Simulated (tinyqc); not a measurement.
# MOS structure on a p-type body with a doping step (retrograde), non-linear Poisson equation by Newton steps: charge and capacitance against gate voltage

One dimension, insulator interface at x = 0, acceptor density N1 for x < x1 and Na beyond, net doping C = -(acceptor density). psi is counted from the intrinsic level: n = ni exp((psi - Vb)/Vt), p = ni exp(-psi/Vt); deep in the body psi_b = -Vt ln(Na/ni). The gate acts through Cox = eps0 eox/tox and has the potential psi_G = Vg - (phiM - chi - Vt ln(Nc/ni)). Boltzmann statistics, full ionisation, classical densities, no oxide or interface charge.

ni = sqrt(Nc Nv) exp(-Eg/(2 Vt)), Eg in volts. The Poisson equation d/dx(eps0 eps_r dpsi/dx) = -q (p - n + C), with eps0 eps_r dpsi/dx = -Cox (psi_G - psi_0) at x = 0, is solved on a mesh of about 600 nodes or more. N_inv is the integral of n less its value deep in the body. C_LF = Cox (1 - dpsi_0/dVg) with all carriers following; C_HF is the same with the electron quasi-Fermi level shifting uniformly so that N_inv stays fixed. The centroid is that of the same excess.

Values chosen for this exercise; band and dielectric values close to those of silicon: temperature T = 400 K; band gap Eg = 1.1 eV; relative permittivity eps_r = 11.6; conduction-band density of states at T Nc = 4.33e19 cm^-3; valence-band density of states at T Nv = 4.1e19 cm^-3; electron affinity chi = 4.07 eV; acceptor density deep in the body Na = 7.5e16 cm^-3; relative permittivity of the gate insulator (close to silicon nitride) eox = 7.34; insulator thickness tox = 3.6 nm; gate work function phiM = 4.42 eV; electron quasi-Fermi potential against the body Vb = 0 V; depth of the doping step x1 = 42 nm; acceptor density above the step N1 = 2.2e16 cm^-3.

Constants: q = 1.602176634e-19 C, kB = 1.380649e-23 J/K, Vt = kB T/q, eps0 = 8.8541878128e-14 F/cm where lengths are in cm. Results are converted to the units shown.

Result of one run:
```
psi_0 - psi_b (V)  N_inv (cm^-2)  C_LF/Cox  C_HF/Cox  centroid (nm)
0.863                    2.71e12     0.807    0.0475           1.83
```

Which gate voltage against the body Vg gave this result: 0.31, 0.47, 0.63, 0.8 or 0.96 V?

Vg = 0.63 V.

The whole series:
```
Vg (V)  psi_0 - psi_b (V)  N_inv (cm^-2)  C_LF/Cox  C_HF/Cox  centroid (nm)
0.14                0.621         8.49e9    0.0687    0.0509           3.96
0.31                0.757        3.17e11     0.413    0.0475           3.14
0.47                0.825        1.34e12     0.697    0.0474           2.34
0.63                0.863        2.71e12     0.807    0.0475           1.83
0.8                 0.891        4.31e12     0.863    0.0476           1.49
0.96                0.910        5.89e12     0.893    0.0477           1.27
```

N_inv goes from 8.49e9 to 5.89e12 cm^-2 and passes 2e11 cm^-2 at Vg = 0.280 V. C_LF/Cox is lowest, 0.0687, at Vg = 0.14 V among the rows listed and ends at 0.893, while C_HF/Cox ends at 0.0477. Between the last two rows q dN_inv/dVg is 0.878 Cox. Where the classical centroid is under about 2 nm, confinement would move the charge away from the interface and raise the threshold. Above about 2e12 cm^-2 degeneracy matters too.

tinyqc, about 0.4 s, one thread, Intel Xeon 2.30GHz (shared host): `OMP_NUM_THREADS=1 python tinyqc.py 2080007 2080008 out.jsonl`
